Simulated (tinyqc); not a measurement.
From results to parameters: Morse oscillator. Computed by the program tinyqc.

Problem. A Morse oscillator has levels we (n + 1/2) - wexe (n + 1/2)^2 with wexe = we^2/(4 De) and we = a sqrt(2 De/m) in atomic units (1 hartree = 219474.63 cm^-1 = 27.211386 eV, 1 u = 1822.888 electron masses). Find we, wexe, De and a.

spacings 0-1 and 1-2 (cm^-1): 2633.700646  2579.745465
reduced mass = 3.159985 u

Solution. The spacings are we - 2 wexe and we - 4 wexe, so their difference is 2 wexe; De = we^2/(4 wexe) and a = sqrt(2 m wexe).

we, wexe (cm^-1): 2687.656  26.978
De = 8.2995 eV
a = 1.190 1/bohr
